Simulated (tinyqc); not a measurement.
Inside a calculation. Model: minority-electron transport through the base of a bipolar transistor (Moll-Ross and Kroemer integrals). Computed by tinyqc, a small Python program that keeps every step. Command: `OMP_NUM_THREADS=1 python tinyqc.py 3023560 3023561 out.jsonl base walk`. One thread of a shared host (Intel(R) Xeon(R) Processor @ 2.30GHz), about 0.01 s of CPU time with the checks. Intermediate numbers are printed to about 5 digits and carried at full precision; extremes and crossings named in words are read from the listed rows.

Low injection, one dimension, x from the emitter edge (0) to the collector edge (W), s = x/W. Recombination is treated as a small correction (valid for tau_B well below tau_n), computed from the stored charge.

Inputs (values chosen for the exercise, modelled on GaAs): intrinsic density n_i at the emitter edge = 2e+06 1/cm^3; base doping at the emitter edge N_0 = 1e+19 1/cm^3; base width W = 150 nm; mu_min = 910 cm^2/(V s); mu_max = 6950 cm^2/(V s); N_ref = 2.2e+17 1/cm^3; saturation velocity v_s = 0.76 1e7 cm/s; electron lifetime tau_n = 6.2 ns; emitter Gummel number G_E = 5.1e+13 s/cm^4; base-emitter voltage V_BE = 0.95 V; temperature T = 300 K; gap narrowing across the base dE_g = 77 meV.

Base doping profile: uniform. Gap grading: linear. Exit of the base: infinite sink.

Constants: k_B = 8.617333262e-05 eV/K; e = 1.602176634e-19 C.

## Profile and built-in field

N(x) = N_0; n_i(x)^2 = n_i^2 exp(s dE_g/k_B T); D(x) = (k_B T/e) mu, mu = mu_min + (mu_max - mu_min)/(1 + (N/N_ref)^0.7). Field that drives electrons towards the collector, averaged over the base: (k_B T/e) ln[N_0 n_i(W)^2/(N(W) n_i^2)]/W.

Across the base:
```
s    N (1/cm^3)  n_i(x)^2/n_i^2  D (cm^2/s)  y (s/cm^5)
0.0    1.00e+19           1.000      33.622  2.9742e+17
0.2    1.00e+19           1.814      33.622  1.6393e+17
0.4    1.00e+19           3.292      33.622  9.0355e+16
0.6    1.00e+19           5.972      33.622  4.9802e+16
0.8    1.00e+19          10.835      33.622  2.7450e+16
1.0    1.00e+19          19.658      33.622  1.5130e+16
```

drift factor eta (potential drop in k_B T/e) = 2.9785

mean built-in field = 5.1333 kV/cm

## Collector current and transit time

With y(x) = N n_i^2/(D n_i(x)^2): base Gummel number G_B = int_0^W y dx; J_C = e n_i^2 exp(e V_BE/k_B T)/G_B; n(x) = (J_C/e)(n_i(x)^2/(N n_i^2)) [int_x^W y dx]; transit time tau_B = (e/J_C) int n dx; trapezoid rule on 401 even points.

base Gummel number G_B = 1.4217e+12 s/cm^4

collector current density J_C = 0.0041046 A/cm^2

base transit time tau_B = 1.5308 ps

share of the exit term in G_B = 0 %

mean velocity W/tau_B = 0.97987 1e7 cm/s

Plain diffusion with the D of the emitter edge would take W^2/(2D) = 3.35 ps, 2.19 times the result. Caution: the mean velocity exceeds v_s, so drift-diffusion with a low-field mobility overstates the speed.

## Gain and speed

Emitter-limited gain beta_E = G_E/G_B; recombination-limited gain beta_R = tau_n/tau_B; 1/beta = 1/beta_E + 1/beta_R; f_T from the base alone = 1/(2 pi tau_B).

beta_E = 35.874

beta_R = 4050.1

current gain beta = 35.559

f_T from the base alone = 103.97 GHz

The gain is limited mainly by hole injection into the emitter (99 % of the base current).

## What grading buys

The formulas are those given above.

The same base with other gradings:
```
dE_g (meV)  dE_g/k_B T  G_B (s/cm^4)  J_C gain  tau_B (ps)  speed gain
0                0.000    4.4613e+12     1.000      3.3460      1.0000
25               0.967    2.8593e+12     1.560      2.4849      1.3465
50               1.934    1.9732e+12     2.261      1.9297      1.7340
75               2.901    1.4533e+12     3.070      1.5553      2.1514
100              3.868    1.1292e+12     3.951      1.2921      2.5895
150              5.802    7.6658e+11     5.820      0.9552      3.5030
200              7.736    5.7644e+11     7.739      0.7533      4.4420
300             11.605    3.8447e+11    11.604      0.5270      6.3490
```

At 100 meV J_C rises by a factor 3.95 and the transit is 2.59 times faster; at 300 meV the factors are 11.60 and 6.35. For a uniform base without exit term both tend to be linear in dE_g/k_B T, J_C as x/(1 - exp(-x)) and the speed as x/2. From 50 meV on the mean velocity W/tau_B exceeds v_s, so those speed gains are overstated.

Checks made by the program: transit time against W^2/(D eta) [1 - (1 - exp(-eta))/eta] plus the exit term (relative difference 2e-06).
